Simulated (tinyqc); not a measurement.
Capacitance measurement on a leaky thin oxide: effects of series resistance and leakage: one step of the calculation.

The device is a capacitance C in parallel with a leakage conductance G, in series with Rs and Ls. An impedance meter reports either a parallel pair (Cp, Gp) from Y = 1/Z = Gp + i w Cp or a series pair (Cs, Rm) from Z = Rm + 1/(i w Cs); w = 2 pi f, dissipation D = Gp/(w |Cp|).

Problem. True capacitance and conductance. EOT = 3.9 tox/eox; CET = EOT + zc + zp; C = 3.9 eps0 A/CET; G = Jg A/Vs.

Parameters, values chosen for the exercise; values of the order met in thin-oxide MOS capacitors:
```
symbol    value    unit                                                                 meaning
eox         3.9          relative permittivity of the gate insulator (close to silicon dioxide)
tox         1.3      nm                                                     insulator thickness
A         10000    um^2                                                               gate area
zc         0.47      nm              oxide-equivalent thickness added by the accumulation layer
zp            0      nm                      oxide-equivalent thickness added by gate depletion
Jg      0.00032  A/cm^2              gate leakage current density, not matched to the thickness
Vs         0.34       V                               voltage for an e-fold rise of the leakage
```

Constants: eps0 = 8.8541878128e-14 F/cm where lengths are in cm. Results are converted to the units shown.

Find: EOT; CET; C; G.

Solution.

EOT = 1.300 nm
CET = 1.770 nm
C = 195.1 pF
G = 0.09412 uS

Program tinyqc, `OMP_NUM_THREADS=1 python tinyqc.py 2022015 2022016 out.jsonl`; Intel Xeon 2.30GHz, shared host, one thread, about 0.01 s.
